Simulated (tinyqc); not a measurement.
Mobility from the current.

Inverse problem. A Schottky diode carries J = q Nc [vR vD/(vR + vD)] exp(-phi/Vt) [exp(V/Vt) - 1]. A* = 4 pi q me m0 kB^2/h^3 (times 1e-4 for A/(cm^2 K^2)); Nc = 2 (2 pi me m0 kB T/h^2)^1.5 (times 1e-6 for cm^-3); vR = A* T^2/(q Nc). Find vR, vD and mun.

Inputs (values chosen for the exercise); band and dielectric values close to those of gallium nitride:

| symbol | value | unit | meaning |
|---|---|---|---|
| T | 300 | K | temperature |
| me | 0.199 | m0 | electron mass |
| phi | 0.85 | eV | barrier height seen from the metal |
| V | 0.14 | V | bias |

Constants: q = 1.602176634e-19 C, kB = 1.380649e-23 J/K, h = 6.62607015e-34 J s, m0 = 9.1093837015e-31 kg, Vt = kB T/q. Results are converted to the units shown.

J = 1.6576761e-6 A/cm^2
vD/mun = 38103.422 V/cm

Answer. J gives the effective velocity v, and 1/vD = 1/v - 1/vR.

vR = 6.03e6 cm/s
vD = 1.14e7 cm/s
mun = 300 cm^2/(V s)

Numbers from tinyqc (`OMP_NUM_THREADS=1 python tinyqc.py 2640143 2640144 out.jsonl`; about 0.01 s on one thread of a shared Intel Xeon 2.30GHz).
